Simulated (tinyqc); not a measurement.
# A chain with uneven site energies and dephasing by Buettiker voltage probes, step by step

Computed by the program tinyqc: `OMP_NUM_THREADS=1 python tinyqc.py 2700124 2700125 out.jsonl`, one thread of a shared Intel Xeon 2.30GHz, about 0.01 s for the whole run. Printed values are rounded.

Sites 1 to 3 form a chain with hopping -t. Lead L joins site 1 and lead R site 3, both semi-infinite chains with hopping -t and site energy 0. Every site carries a probe with self-energy -i Gamma_p/2 that draws no net current. Linear response at zero temperature: mu_L = 1, mu_R = 0 in units of the bias.

Parameters, values chosen for the exercise: hopping (matrix element -t) t = 1 eV; site energies 1 to N U = [-0.21, 0.06, -1.19] eV; Fermi energy E = -0.57 eV; probe broadening Gamma_p gp = 0.44 eV.

Constants: q = 1.602176634e-19 C, h = 6.62607015e-34 J s. Results are converted to the units shown.

## Green function

Sigma = t^2 g(E), g(x) = (x - i sqrt(4 t^2 - x^2))/(2 t^2) for |x| < 2 t and (x - sign(x) sqrt(x^2 - 4 t^2))/(2 t^2) otherwise; Gamma = -2 Im Sigma; G = (E - H - Sigma_L - Sigma_R + i Gamma_p/2)^(-1).

Sigma = -0.285000-0.958528i eV
Gamma = 1.91706 eV

G (1/eV):

|  | 1 | 2 | 3 |
|---|---|---|---|
| 1 | 0.186174-0.548213i | 0.367879-0.260528i | -0.011727+0.303147i |
| 2 | 0.367879-0.260528i | -0.279448-0.453096i | 0.356387+0.036556i |
| 3 | -0.011727+0.303147i | 0.356387+0.036556i | 0.244293-0.358522i |

## Transmissions between terminals

With Gamma the broadening by one lead, T_RL = Gamma^2 |G_(3,1)|^2, T_pL = Gamma Gamma_p |G_(p,1)|^2, T_pR = Gamma Gamma_p |G_(p,3)|^2, T_pq = Gamma_p^2 |G_(p,q)|^2 for p != q.

T_RL = 0.338240

| probe | T_pL | T_pR |
|---|---|---|
| 1 | 0.282741 | 0.077632 |
| 2 | 0.171408 | 0.108262 |
| 3 | 0.077632 | 0.158762 |

T_pq:

|  | 1 | 2 | 3 |
|---|---|---|---|
| 1 | 0.0000000 | 0.0393414 | 0.0178181 |
| 2 | 0.0393414 | 0.0000000 | 0.0248482 |
| 3 | 0.0178181 | 0.0248482 | 0.0000000 |

## Probe potentials and effective transmission

No current into probe p: W mu = T_pL with W_pp = T_pL + T_pR + sum_q T_pq and W_pq = -T_pq. Then T_eff = T_RL + sum_p T_pR mu_p, and the resistance is (h/2q^2)/T_eff.

W:

|  | 1 | 2 | 3 |
|---|---|---|---|
| 1 | 0.417533 | -0.039341 | -0.017818 |
| 2 | -0.039341 | 0.343860 | -0.024848 |
| 3 | -0.017818 | -0.024848 | 0.279060 |

mu_p, probe 1 to 3: [0.751071, 0.611919, 0.380635]
T_eff = 0.523225
resistance = 24.6670 kohm

Without probes the transmission is 0.6238. With them, 64.6 % of the current crosses without entering a probe.

## Current at both leads

In units of (2 q^2/h) times the bias, T_RL + sum_p T_pL (1 - mu_p) leaves L and T_RL + sum_p T_pR mu_p enters R.

current leaving L = 0.523225
current entering R = 0.523225

The two are equal: the probes conserve the current.
